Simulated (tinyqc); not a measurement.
# Surface potential of a MOS transistor: implicit equation and explicit approximations: two studies

p-type body, charge-sheet picture, depletion and inversion only, full ionisation (an idealisation for deep acceptors), Boltzmann statistics (rough once Na exp(x - xn) passes about Nc/7). In units of Vt: xg = (Vg - Vfb)/Vt, x = psi/Vt, G = gamma/sqrt(Vt), xn = (2 phiF + Vc)/Vt. The implicit equation is (xg - x)^2 = G^2 [x - 1 + exp(x - xn)] for x above about 3. Cox = eps0 eox/tox.

Parameters, values chosen for the exercise; band and dielectric values close to those of silicon: temperature T = 300 K; band gap Eg = 1.11 eV; relative permittivity eps_r = 11.5; conduction-band density of states at T Nc = 2.81e19 cm^-3; valence-band density of states at T Nv = 2.69e19 cm^-3; relative permittivity of the gate insulator (close to silicon dioxide) eox = 3.9; insulator thickness tox = 1.3 nm; acceptor density Na = 3.6e16 cm^-3; flat-band voltage Vfb = -0.99 V; channel-body voltage Vc = 0.2 V; gate-body voltage Vg = 0.35 V.

Constants: q = 1.602176634e-19 C, kB = 1.380649e-23 J/K, Vt = kB T/q, eps0 = 8.8541878128e-14 F/cm where lengths are in cm. Results are converted to the units shown.

Each table varies one quantity; the others keep the values above.

## Accuracy of the approximations against gate voltage

ni = sqrt(Nc Nv) exp(-Eg/(2 Vt)), Eg in volts; phiF = Vt ln(Na/ni); gamma = sqrt(2 q eps0 eps_r Na)/Cox; VT = Vfb + Vt (xn + G sqrt(xn - 1)). Depletion value a = 1 + [sqrt(G^2/4 + xg - 1) - G/2]^2; inversion value b = xn + ln[(xg - xn)^2/G^2 - xn + 1] and first guess y = min(a, b) - ln(1 + exp(-|a - b|)) if a > xn + 1, else b = y = a; one second-order correction with D = exp(y - xn), p = 2 (xg - y) + G^2 (1 + D), w = (xg - y)^2 - G^2 (y - 1 + D): z = y + 2 w/(p + sqrt(p^2 - 2 (2 - G^2 D) w)), or the Newton step z = y + w/p where the root is not real. N_inv = (Cox Vt G/q) [sqrt(x - 1 + exp(x - xn)) - sqrt(x - 1)] at the root. Lambert form (Cox m Vt/q) W0[(G/(2 m sqrt(xn - 1))) exp((Vg - VT)/(m Vt))], m = 1 + G/(2 sqrt(xn - 1)). Errors under 1e-4 mV, and the linear form below VT, are printed as 0.

Accuracy of the approximations against gate voltage:
```
Vg (V),psi (V),x - xn,error of y (mV),error of z (mV),N_inv (cm^-2),Cox (Vg - VT)/q (cm^-2),Lambert form (cm^-2)
-0.38,0.5796,-14.98,0,0,3684,0,2714
-0.18,0.7747,-7.430,3.53e-4,0,5.992e6,0,5.299e6
0.02,0.9698,0.1151,0.592,0,1.002e10,6.039e10,1.011e10
0.22,1.105,5.360,35.5,13.9,1.032e12,3.376e12,1.226e12
0.42,1.155,7.289,29.2,10.9,3.505e12,6.692e12,4.022e12
0.62,1.182,8.343,21.3,6.43,6.361e12,1.001e13,7.090e12
0.82,1.201,9.057,16.9,-3.11,9.365e12,1.332e13,1.024e13
1.02,1.215,9.592,14.1,-1.30,1.245e13,1.664e13,1.344e13
1.22,1.226,10.02,12.1,-0.718,1.558e13,1.996e13,1.666e13
```

What does the table show?

psi rises from 0.580 to 1.23 V and ends 10 Vt above 2 phiF + Vc. Among the rows the first guess is off by at most 36 mV (at Vg = 0.22 V) and the corrected value by at most 14 mV. In the last row the linear form is 28 % above N_inv and the Lambert form 7.0 % above it; in the first row the Lambert form is 26 % below it. For Vg = 0.22, 0.42, 0.62, 0.82, 1.02, 1.22 the electron quasi-Fermi level lies less than 2 Vt below the band edge at the surface, or above it, where degeneracy and confinement, left out, matter.

## Effect of the acceptor density at fixed gate voltage

Same model as above.

Vfb is held fixed.

Effect of the acceptor density at fixed gate voltage:
```
Na (cm^-3),psi (V),x - xn,error of y (mV),error of z (mV),N_inv (cm^-2),Cox (Vg - VT)/q (cm^-2),Lambert form (cm^-2)
1.2e15,1.071,10.83,36.9,16.5,4.336e12,8.995e12,5.544e12
2.6e15,1.088,9.927,36.3,16.0,3.999e12,8.277e12,5.018e12
5.7e15,1.104,9.002,35.6,15.4,3.630e12,7.520e12,4.462e12
1.3e16,1.121,8.017,34.7,14.7,3.199e12,6.678e12,3.840e12
2.7e16,1.136,7.127,33.8,13.9,2.763e12,5.871e12,3.242e12
6e16,1.151,6.116,32.6,12.9,2.202e12,4.891e12,2.518e12
1.3e17,1.164,5.050,30.7,11.3,1.552e12,3.797e12,1.728e12
2.9e17,1.170,3.675,22.2,-7.98,7.708e11,2.433e12,8.318e11
```

As Na goes from 1.2e15 to 2.9e17, psi rises from 1.07 to 1.17 V, x - xn falls from 10.8 to 3.68 and N_inv falls from 4.34e12 to 7.71e11 cm^-2. The Lambert form lies between 1.08 and 1.28 times N_inv. In every row the electron quasi-Fermi level lies less than 2 Vt below the band edge at the surface, or above it, where degeneracy and confinement, left out, matter.

tinyqc, about 0.01 s, one thread, Intel Xeon 2.30GHz (shared host): `OMP_NUM_THREADS=1 python tinyqc.py 2122167 2122168 out.jsonl`
